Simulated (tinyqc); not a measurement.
CID on RHF in the 3-21g basis, for H3+, spin multiplicity 1, step by step. One step of it, computed by the program tinyqc.

Question. CID: determinants and Hamiltonian. Slater-Condon rules over spin orbitals, with the nuclear repulsion added and E(HF) subtracted on the diagonal. Only determinants linked to the reference directly or through others are kept (one block of an abelian symmetry group), so some states are absent.

one-electron integrals over orbitals h = C^T H C (hartree), lower triangle:
```
           1          2          3          4          5          6
1  -1.971033
2   0.000032  -1.042512
3   0.000000   0.000000  -1.042372
4  -0.150623   0.000017   0.000000  -0.546348
5  -0.000018   0.246534   0.000000  -0.000032  -0.212700
6   0.000000   0.000000   0.246525   0.000000   0.000000  -0.212544
```

Two-electron integrals over orbitals (pq|rs), unique and non-zero (hartree):
```
(11|11) 0.709191    (21|11) -0.000032   (21|21) 0.086474    (22|11) 0.483885
(22|21) 0.034180    (22|22) 0.438223    (31|31) 0.086447    (32|31) -0.034163
(32|32) 0.032508    (33|11) 0.483853    (33|21) -0.034179   (33|22) 0.373154
(33|33) 0.438176    (41|11) 0.150623    (41|21) -0.000013   (41|22) 0.052091
(41|33) 0.052074    (41|41) 0.076666    (42|11) -0.000015   (42|21) -0.018831
(42|22) -0.011170   (42|33) 0.011158    (42|41) -0.000012   (42|42) 0.038382
(43|31) -0.018851   (43|32) 0.011166    (43|43) 0.038397    (44|11) 0.500488
(44|21) -0.000029   (44|22) 0.392896    (44|33) 0.392896    (44|41) 0.068937
(44|42) 2.40e-06    (44|44) 0.406958    (51|11) 0.000018    (51|21) -0.079457
(51|22) -0.031936   (51|33) 0.031920    (51|41) 0.000012    (51|42) -0.015688
(51|44) 0.000017    (51|51) 0.109243    (52|11) -0.162995   (52|21) -0.028965
(52|22) -0.082127   (52|33) -0.064555   (52|41) -0.064895   (52|42) -0.006115
(52|44) -0.078596   (52|51) 0.040164    (52|52) 0.092819    (53|31) 0.028951
(53|32) -0.008767   (53|43) 0.006111    (53|53) 0.021149    (54|11) 0.000022
(54|21) -0.072507   (54|22) -0.028852   (54|33) 0.028845    (54|41) 0.000011
(54|42) 0.012743    (54|44) 0.000025    (54|51) 0.075871    (54|52) 0.027212
(54|54) 0.075147    (55|11) 0.627869    (55|21) 0.064535    (55|22) 0.486406
(55|33) 0.416039    (55|41) 0.129759    (55|42) 0.003452    (55|44) 0.460456
(55|51) -0.082927   (55|52) -0.173825   (55|54) -0.065173   (55|55) 0.661351
(61|31) -0.079450   (61|32) 0.031929    (61|43) -0.015672   (61|53) -0.040145
(61|61) 0.109266    (62|31) 0.028975    (62|32) -0.008780   (62|43) 0.006110
(62|53) 0.019720    (62|61) -0.040173   (62|62) 0.021169    (63|11) -0.162987
(63|21) 0.028979    (63|22) -0.064562   (63|33) -0.082095   (63|41) -0.064891
(63|42) 0.006121    (63|44) -0.078596   (63|51) -0.040157   (63|52) 0.051914
(63|54) -0.027216   (63|55) -0.112805   (63|63) 0.092794    (64|31) -0.072490
(64|32) 0.028840    (64|43) 0.012753    (64|53) -0.027202   (64|61) 0.075883
(64|62) -0.027225   (64|64) 0.075145    (65|31) -0.064503   (65|32) 0.035140
(65|43) -0.003456   (65|53) -0.030471   (65|61) 0.082903    (65|62) -0.030496
(65|64) 0.065150    (65|65) 0.073218    (66|11) 0.627949    (66|21) -0.064557
(66|22) 0.416097    (66|33) 0.486378    (66|41) 0.129793    (66|42) -0.003480
(66|44) 0.460513    (66|51) 0.082920    (66|52) -0.112844   (66|54) 0.065177
(66|55) 0.514844    (66|63) -0.173825   (66|66) 0.661434
```

nuclear repulsion = 1.96441391 hartree

Hartree-Fock energy = -1.26846170 hartree

Give: determinants; H - E(HF) between determinants.

Answer.

Occupation strings over the orbitals (2 doubly, a alpha, b beta, 0 empty; spin orbitals ordered 1a 1b 2a 2b ...): 200000 020000 0a0b00 0a00b0 002000 00a00b 0b0a00 000200 000ab0 0b00a0 000ba0 000020 00b00a 000002

H - E(HF) between determinants (hartree), lower triangle:
```
         200000   020000   0a0b00   0a00b0   002000   00a00b   0b0a00   000200
200000   0.0000
020000   0.0865   1.5861
0a0b00   0.0000  -0.0112   2.0369
0a00b0  -0.0795   0.1644  -0.0289   2.4641
002000   0.0864   0.0325   0.0112  -0.0088   1.5863
00a00b  -0.0794  -0.0088   0.0288   0.0351   0.1644   2.4643
0b0a00   0.0000   0.0112  -0.0384   0.0061  -0.0112  -0.0061   2.0369
000200   0.0767   0.0384   0.0000   0.0127   0.0384   0.0128   0.0000   2.5471
000ab0   0.0000  -0.0061   0.0127   0.0035   0.0061  -0.0035  -0.1679   0.0000
0b00a0   0.0795  -0.1644   0.0061  -0.0928   0.0088  -0.0197  -0.0289  -0.0127
000ba0   0.0000   0.0061  -0.1679  -0.0272  -0.0061   0.0272   0.0127   0.0000
000020   0.1092   0.0928   0.0272   0.0727   0.0211  -0.0305  -0.0272   0.0751
00b00a   0.0794   0.0088  -0.0061  -0.0197  -0.1644  -0.0928   0.0288  -0.0128
000002   0.1093   0.0212  -0.0272  -0.0305   0.0928   0.0727   0.0272   0.0751

         000ab0   0b00a0   000ba0  000020   00b00a  000002
000ab0   2.9343
0b00a0  -0.0272   2.4641
000ba0  -0.0751   0.0035   2.9343
000020  -0.0652  -0.0727   0.0652  3.4688
00b00a   0.0272   0.0351  -0.0035  0.0305   2.4643
000002   0.0652   0.0305  -0.0652  0.0732  -0.0727  3.4692
```
